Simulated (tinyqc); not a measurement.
Cooling rate: nucleation and growth of vacancy voids in a cooling silicon-like crystal. Computed by tinyqc, a small Python program. Command: `OMP_NUM_THREADS=1 python tinyqc.py 3006575 3006576 out.jsonl voids walk`. One thread of a shared host (Intel(R) Xeon(R) Processor @ 2.30GHz), about 0.3 s of CPU time with the checks.

Spherical voids; vacancies are lost only to voids.

Inputs (values chosen for the exercise, close to those used for silicon): vacancy density at the melting point C_m = 8.8e+14 1/cm^3; formation energy E_f = 4 eV; melting point T_m = 1685 K; diffusion prefactor D0 = 0.00064 cm^2/s; migration energy E_m = 0.38 eV; site density rho = 5e+22 1/cm^3; void surface energy gamma = 0.821 J/m^2; cooling rate q = 1.4 K/min; vacancy excess C0 = 2.8e+13 1/cm^3; temperature step = 0.25 K.

Vacancy supply: given.

Constants: k_B = 8.617333262e-05 eV/K; k_B = 1.380649e-23 J/K.

Method:
- C = C0 as given.
- C_e = C_m exp[-(E_f/k_B)(1/T - 1/T_m)]; D = D0 exp(-E_m/(k_B T)); f = k_B T ln(C/C_e); r* = 2 gamma/(rho f); W* = 16 pi gamma^3/(3 rho^2 f^2); Z = f/sqrt(12 pi W* k_B T); I = rho Z (4 pi r* D C) exp(-W*/(k_B T)).
- March down from 1500 K in steps dT, dt = dT/q, with values at the upper end of each step: a class of I dt voids is born with r*; then all classes grow by r^2 += 2 D (C - C_e) dt/rho; C falls by the vacancies added to voids. Stop at 1150 K. T_n is the T of the largest I, N the final count (classes under 1e-6 /cm^3 are dropped), and the mean radius the number average.

initial excess C = 2.80e+13 1/cm^3

At fixed C:
```
q (K/min)  T_n (K)  N (1/cm^3)  mean radius (nm)
0.14       1351.75  7.1882e+04            122.28
0.35       1348.50  2.7718e+05             77.94
0.70       1345.75  7.6915e+05             55.44
1.40       1342.75  2.1334e+06             39.44
2.80       1339.75  5.9143e+06             28.06
5.60       1336.50  1.6383e+07             19.97
14.00      1332.00  6.2880e+07             12.74
```

What does the comparison show, and why?

Over the rows N goes as q^1.47 and the radius as q^-0.49, near the 3/2 and -1/2 of the scaling argument (depletion time 1/(4 pi N r D) equal to the time in the nucleation range, at fixed N r^3). T_n drops only 20 K for a factor 100 in q. Fast cooling gives many small voids, which an anneal can dissolve.

Extremes, crossings and ranges named in words are read from the listed rows.
